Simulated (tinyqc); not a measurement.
# Frequency dispersion of an accumulation capacitance by border traps, distributed model: what changes with what

Traps spread evenly through the insulator exchange electrons with the semiconductor by tunnelling, with tau(x) = t0 exp(2 ka x) at depth x from the interface. The admittance per area Y seen at depth x obeys dY/dx = -Y^2/(i w eps0 eox) + q Nb ln(1 + i w tau)/tau, with Y(0) = i w Cs and w = 2 pi f; the gate sees Y(tox) = G + i w C. Working variable y = Y/(i w), in uF/cm^2. Cox = eps0 eox/tox.

Inputs (values chosen for the exercise); permittivity close to that of hafnium oxide:
```
symbol   value         unit                                               meaning
eox       18.5                             relative permittivity of the insulator
tox         12           nm                                   insulator thickness
Cs         5.1      uF/cm^2             semiconductor capacitance in accumulation
Nb      6.5e19  cm^-3 eV^-1                               density of border traps
ka         4.4         1/nm  decay constant of the wave function in the insulator
t0       1e-10            s              time constant of a trap at the interface
f          100           Hz                                             frequency
```

Constants: q = 1.602176634e-19 C, eps0 = 8.8541878128e-14 F/cm where lengths are in cm. Results are converted to the units shown.

Each table varies one quantity; the others keep the values above.

## Capacitance and loss against frequency

Cox; trap-free value 1/(1/Cox + 1/Cs); response depth d = ln(1/(w t0))/(2 ka), where w tau = 1; lumped estimate: all traps within d act as C_bt = q Nb d placed at d/2, so C = 1/{1/[1/(1/Cs + d/(2 eps0 eox)) + C_bt] + (tox - d/2)/(eps0 eox)}. C and G from a fine integration; dispersion -d C/d log10 f over C, from f times and over 1.1. For a broad spread of time constants G/w is close to -(pi/2) dC/d ln w.

The same in every row: trap-free C (uF/cm^2) = 1.077.

Results:

| f (Hz) | d (nm) | C (uF/cm^2) | G/w (uF/cm^2) | dispersion (% a decade) | -(pi/2) dC/d ln w (uF/cm^2) | lumped C (uF/cm^2) |
|---|---|---|---|---|---|---|
| 10 | 2.146 | 1.219 | 0.01416 | 1.703 | 0.01416 | 1.202 |
| 1000 | 1.623 | 1.180 | 0.01274 | 1.583 | 0.01273 | 1.167 |
| 10000 | 1.361 | 1.161 | 0.01205 | 1.520 | 0.01205 | 1.151 |
| 1e5 | 1.099 | 1.144 | 0.01137 | 1.456 | 0.01137 | 1.135 |
| 1e6 | 0.8378 | 1.128 | 0.01070 | 1.390 | 0.01070 | 1.120 |
| 1e7 | 0.5761 | 1.113 | 0.01003 | 1.322 | 0.01004 | 1.106 |

Estimate the missing row, f = 100 Hz.

Computed row:

| f (Hz) | d (nm) | C (uF/cm^2) | G/w (uF/cm^2) | dispersion (% a decade) | -(pi/2) dC/d ln w (uF/cm^2) | lumped C (uF/cm^2) |
|---|---|---|---|---|---|---|
| 100 | 1.884 | 1.199 | 0.01344 | 1.643 | 0.01344 | 1.184 |

With this row back in the table: C falls from 1.219 to 1.113 uF/cm^2, towards the trap-free 1.077; each decade of frequency removes ln 10/(2 ka) = 0.262 nm from the response depth. The dispersion falls from 1.70 to 1.32 % a decade and G/w falls from 0.0142 to 0.0100 uF/cm^2. G/w lies between 0.999 and 1.00 times -(pi/2) dC/d ln w, the relation for a broad spread of time constants.

## Effect of the insulator thickness

Same model as above.

The same in every row: d (nm) = 1.884.

Results:

| tox (nm) | C (uF/cm^2) | G/w (uF/cm^2) | dispersion (% a decade) | -(pi/2) dC/d ln w (uF/cm^2) | lumped C (uF/cm^2) | trap-free C (uF/cm^2) |
|---|---|---|---|---|---|---|
| 2.4 | 4.024 | 0.1443 | 5.392 | 0.1480 | 3.871 | 2.919 |
| 3.3 | 3.297 | 0.1018 | 4.514 | 0.1015 | 3.192 | 2.515 |
| 4.5 | 2.656 | 0.06603 | 3.638 | 0.06592 | 2.587 | 2.124 |
| 8.1 | 1.677 | 0.02632 | 2.299 | 0.02631 | 1.649 | 1.448 |
| 11 | 1.293 | 0.01565 | 1.773 | 0.01564 | 1.277 | 1.153 |
| 15 | 0.9829 | 0.009038 | 1.348 | 0.009037 | 0.9732 | 0.8994 |
| 20 | 0.7561 | 0.005347 | 1.037 | 0.005348 | 0.7503 | 0.7057 |

Estimate the missing row, tox = 6 nm.

Computed row:

| tox (nm) | C (uF/cm^2) | G/w (uF/cm^2) | dispersion (% a decade) | -(pi/2) dC/d ln w (uF/cm^2) | lumped C (uF/cm^2) | trap-free C (uF/cm^2) |
|---|---|---|---|---|---|---|
| 6 | 2.137 | 0.04272 | 2.928 | 0.04268 | 2.092 | 1.778 |

With this row back in the table: As tox goes from 2.4 to 20, C falls from 4.02 to 0.756 uF/cm^2, the dispersion falls from 5.39 to 1.04 % a decade and G/w falls from 0.144 to 0.00535 uF/cm^2. The lumped estimate is 3.8 % below C in the first row and 0.77 % below it in the last.

tinyqc, about 0.7 s, one thread, Intel Xeon 2.30GHz (shared host): `OMP_NUM_THREADS=1 python tinyqc.py 2202027 2202028 out.jsonl`
